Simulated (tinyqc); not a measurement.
Composition and strain of an epitaxial Si(1-x)Ge(x) layer from Raman and X-ray peaks: one step, computed by the program tinyqc. Command: `OMP_NUM_THREADS=1 python tinyqc.py 3026475 3026476 out.jsonl epiraman walk`. One thread of a shared host (Intel(R) Xeon(R) Processor @ 2.30GHz), about 0.01 s of CPU time with the checks.

A (001) layer, biaxially strained in the plane. The Raman peaks follow empirical lines omega = w0 + c1 x + c3 x^3 + b eps (c3 for Si-Ge alone), with eps the in-plane strain.

Task: X-ray (004) reflection. Bragg angle theta = arcsin(2 lambda/a) for (004), for the substrate with a_sub and the layer with a_perp; separation in arc seconds.

Inputs (values chosen for the exercise, modelled on silicon-germanium): X-ray wavelength = 1.540598 angstrom.

Substrate: relaxed alloy buffer.

substrate constant a_sub = 5.581427 angstrom

a_perp = 5.606508 angstrom

Give: theta of the substrate; theta of the layer; separation, layer less substrate.

Result:

theta of the substrate = 33.51 degree

theta of the layer = 33.34 degree

separation, layer less substrate = -610.3 arcsec
